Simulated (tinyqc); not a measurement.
## Two channel transmissions from conductance and noise

Question. A contact has two spin-degenerate channels: G = (2 q^2/h)(T1 + T2), Fano factor F = [T1 (1 - T1) + T2 (1 - T2)]/(T1 + T2), T1 > T2. Find T1 and T2.

G in units of 2 q^2/h = 0.87
Fano factor = 0.48632184

Solution. With g = T1 + T2, T1^2 + T2^2 = g (1 - F), so (T1 - T2)^2 = 2 g (1 - F) - g^2.

T1 = 0.6200
T2 = 0.2500

Numbers from tinyqc (`OMP_NUM_THREADS=1 python tinyqc.py 2740107 2740108 out.jsonl`; about 0.07 s on one thread of a shared Intel Xeon 2.30GHz).
